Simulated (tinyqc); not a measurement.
Strain-driven crossing of the Gamma and L valleys in a germanium-like crystal alloyed with tin: sweeps and comparisons. A value that a table varies takes the place of the one given here.

Biaxial loads: e0 is the in-plane strain e_par and the normal is free. (001): e_perp = -2 (C12/C11) e_par; exx = eyy = e_par, ezz = e_perp, no shear. (111): e_perp = -(2 C11 + 4 C12 - 4 C44)/(C11 + 2 C12 + 4 C44) e_par; exx = eyy = ezz = (2 e_par + e_perp)/3 and exy = eyz = ezx = (e_perp - e_par)/3. (110): e_perp = -(C11 + 3 C12 - 2 C44)/(C11 + C12 + 2 C44) e_par; exx = eyy = (e_par + e_perp)/2, ezz = e_par, exy = (e_perp - e_par)/2, eyz = ezx = 0. Uniaxial loads: a stress along n, scaled so that n.e.n = e0, with exx = s11 sxx + s12 (syy + szz), exy = s44 sxy/2, s11 = (C11 + C12)/((C11 - C12)(C11 + 2 C12)), s12 = -C12/((C11 - C12)(C11 + 2 C12)), s44 = 1/C44.

Edges from the unstrained valence top: Gamma at Eg + ac tr(e); an L valley with unit axis u at EgL + aL tr(e) + XuL (u.e.u - tr(e)/3), u along [111], [1-1-1], [-11-1], [-1-11]; valence edges are the levels of the 6 x 6 matrix of X, Y, Z times spin with -Dso/3 + l exx + m (eyy + ezz) on the diagonal (cyclic), n exy off it, l = av + 2 b, m = av - b, n = sqrt(3) d. Spin-orbit term (Dso/3) L.sigma on X, Y, Z with (L_k)_ij = -i epsilon_kij: <X+|H|Y+> = -i Dso/3, <X+|H|Z-> = Dso/3, <Y+|H|Z-> = -i Dso/3, <Z+|H|X-> = -Dso/3, <Z+|H|Y-> = i Dso/3, <X-|H|Y-> = i Dso/3, and their conjugates; + and - are the spin along z.

With tin the unstrained gaps become E(y) = (1 - y) E + y EgS - CS y (1 - y); all other values are kept.
Constants: kB = 8.617333262e-05 eV/K.

Values chosen for the exercise (near those of Ge, gaps at low temperature; shifted at random, so the results belong to these values and not to a real crystal):
```
symbol  value            unit  meaning
Eg      0.911            eV    gap at Gamma to the s-like level
EgL     0.743            eV    gap to L
Dso     0.29             eV    spin-orbit splitting
ac      -8.18            eV    conduction deformation potential
av      1.24             eV    valence hydrostatic potential
b       -2.51            eV    tetragonal shear potential
d       -5.29            eV    trigonal shear potential
aL      -1.51            eV    hydrostatic potential of the L edge, Xd + Xu/3
XuL     15.92            eV    uniaxial potential, L
y       0.054                  tin fraction
EgS     (-0.435, 0.127)  eV    Gamma and L gaps of the tin end
CS      (1.94, 0.74)     eV    bowing of the Gamma and L gaps
C11     127.8            GPa
C12     48.2             GPa
C44     67.6             GPa
load    biaxial (111)          kind of strain
mG      0.0419           m0    mass at Gamma
mL      0.559            m0    density-of-states mass of the four L valleys together
T       300              K     temperature
e0      0.0188                 size of the strain
```

## Which strain makes the gap direct

For tension the difference Gamma minus lowest L is linear in e0; slope per 1 % and the e0 at which it vanishes (a dash: no crossing below 15 %), with the gap there.

Results:
```
load            slope (meV per 1 %)  crossing e0 (%)  gap at the crossing (eV)
biaxial (001)                 -83.1             0.81                     0.601
biaxial (110)                 -27.5             2.44                     0.230
biaxial (111)                  34.9                -                         -
uniaxial [100]                -30.2             2.23                     0.573
uniaxial [111]                 -5.6            12.05                    -0.474
uniaxial [110]                 13.1                -                         -
```

What does this show, and why?

The smallest strain is needed for biaxial (001) (0.81 %), then uniaxial [100] (2.23 %). No crossing below 15 % is found for biaxial (111) and uniaxial [110]: shear splits the L valleys and pulls the lowest down as fast as or faster than Gamma. Loads without off-diagonal strain, (001) and [100], gain (ac - aL) tr(e) = -67 meV per 1 % of volume. Crossings beyond about 3 % are sensitive to second-order terms, left out here. For uniaxial [111] the slope is a near cancellation, so terms beyond this linear model decide. A gap at or below zero marks a crossing beyond the range of this linear model.

## Sweep of a biaxial (111) strain

The valence splitting is the distance of the top two edges. Share in Gamma = mG^(3/2)/(mG^(3/2) + (mL^(3/2)/4) sum_i exp(-(E_Li - E_Gamma)/kT)).

Results:
```
e0 (%)  direct gap (eV)  indirect gap (eV)  Gamma - L (meV)  valence splitting (meV)  share in Gamma (%)
-0.72             0.821              0.640              181                       53             0.00252
-0.27             0.770              0.660              110                       22              0.0374
0.17              0.706              0.632               73                       14               0.261
0.62              0.614              0.525               89                       56               0.255
1.06              0.520              0.416              104                       99               0.145
1.51              0.422              0.302              120                      146              0.0790
1.95              0.324              0.189              135                      194              0.0436
2.40              0.223              0.072              151                      245              0.0237
```

What can be read from the table?

The gap stays indirect over the sweep. This load splits the L valleys, and the lowest set changes where e0 changes sign, which bends the column Gamma - L. The direct gap goes from 0.821 to 0.223 eV; of that change -0.115 eV comes from the rise of the valence top through the shear terms and the rest from the volume. The share in Gamma goes from 0.00252 to 0.0237 %, with a peak of 0.261 % at e0 = 0.17 % among these rows.

## What each parameter does

Direct gap, Gamma minus the lowest L edge and the valence splitting. Each row changes one parameter from the base and keeps the others.

Results:
```
case             direct gap (eV)  Gamma - L (meV)  valence splitting (meV)
base                      0.3401            133.0                    186.8
aL = -1.2835 eV           0.3401            126.0                    186.8
C12 = 55.43 GPa           0.3439            148.1                    193.9
XuL = 18.308 eV           0.3401            173.7                    186.8
Dso = 0.3335 eV           0.3429            133.0                    183.9
d = -6.0835 eV            0.3204            133.0                    218.1
e0 = 0.01598              0.4027            123.1                    156.0
ac = -9.407 eV            0.3023             95.1                    186.8
```

What can be read from the table?

The largest shifts from the base row, up to three for each result and ties (the steps differ in size, so this ranks the rows, not the parameters). direct gap (eV): e0 +0.0627, ac -0.0378, d -0.0197; unchanged at the printed digits by aL and XuL. Gamma - L (meV): XuL +40.7, ac -37.8, C12 +15.1; unchanged at the printed digits by Dso and d. valence splitting (meV): d +31.4, e0 -30.8, C12 +7.1; unchanged at the printed digits by aL, XuL and ac.

(tinyqc, `OMP_NUM_THREADS=1 python tinyqc.py 1050354 1050355 out.jsonl`, Intel(R) Xeon(R) Processor @ 2.30GHz, 1 thread, shared host, about 0.01 s.)
